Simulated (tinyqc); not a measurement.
Pump-down curve: gas flow in a process chamber: flow regimes, conductance, effective pumping speed, pump-down, outgassing and purge. Computed by tinyqc, a small Python program. Command: `OMP_NUM_THREADS=1 python tinyqc.py 3121369 3121370 out.jsonl pump walk`. One thread of a shared host (Intel(R) Xeon(R) Processor @ 2.30GHz), about 0.08 s of CPU time with the checks.

Ideal gas, isothermal flow, a pump of constant speed at the end of a round pipe; process gas, volume gas and outgassing are given the same properties. 1 sccm = 101325 Pa x 1e-6 m^3/60 s x T/273.15 K.

Inputs (values chosen for the exercise, modelled on oxygen near room temperature): molar mass M = 32 g/mol; molecular diameter = 0.36 nm; viscosity eta = 20.6 micropascal s; temperature T = 293 K; chamber volume V = 22 L; wall area = 0.34 m^2; pipe diameter d = 25 cm; pipe length l = 160 cm; pump speed S = 1700 L/s; outgassing rate after 1 h = 4.6e-07 Pa m^3/(s m^2); outgassing exponent n = 1.2; starting pressure p0 = 2000 Pa.

Constants: k_B = 1.380649e-23 J/K; u = 1.6605390666e-27 kg.

Method:
- Mean speed c = sqrt(8 k_B T/(pi m)); aperture conductance C_a = c pi d^2/16; molecular pipe C_m = C_a/(1 + 3 l/(4 d)) (Dushman form); viscous pipe C_v = pi d^4 p_mean/(128 eta l); Knudsen interpolation C = C_v + C_m (1 + x)/(1 + 1.24 x), x = d p_mean sqrt(m/(k_B T))/eta.
- Effective speed 1/S_eff = 1/S + 1/C_m; time constant V/S_eff; pressure at which the free path k_B T/(sqrt2 pi d_m^2 p) equals d.
- Pump-down: V dp/dt = -S_eff(p) p + q(t) A, with S_eff = S p_2/p, where p_2 solves C((p + p_2)/2) (p - p_2) = S p_2 at each moment, and q(t) = q_1 (1 h/(t + 10 s))^n; integrated adaptively. At long times p = q(t) A/S_eff.
- S_eff(p) is tabulated at 260 pressures and interpolated in ln p. Comparison columns: p0 exp(-t/time constant) with the molecular S_eff (0 below 1e-26 p0), and the outgassing limit.

time constant = 0.0365565 s

S_eff in molecular flow = 601.807 L/s

Pressure against time:
```
t (s)       p (Pa)  S_eff (L/s)  volume gas only (Pa)  outgassing limit (Pa)
0.3     3.3162e-03       596.31            5.4577e-01             2.9305e-04
1       2.7214e-04       601.28            2.6361e-09             2.7081e-04
3       2.2253e-04       601.38                     0             2.2162e-04
10      1.3251e-04       601.55                     0             1.3216e-04
30      5.7601e-05       601.69                     0             5.7527e-05
100     1.7095e-05       601.77                     0             1.7087e-05
300     4.9292e-06       601.80                     0             4.9284e-06
1000    1.1945e-06       601.81                     0             1.1944e-06
3600    2.5902e-07       601.81                     0             2.5902e-07
20000   3.3178e-08       601.81                     0             3.3178e-08
100000  4.8116e-09       601.81                     0             4.8116e-09
```

What does the comparison show, and why?

From t = 1 s on the pressure is within 20 % of the outgassing limit, which falls only as (t + 10 s)^-1.2: walls, not volume, set the time to base pressure.
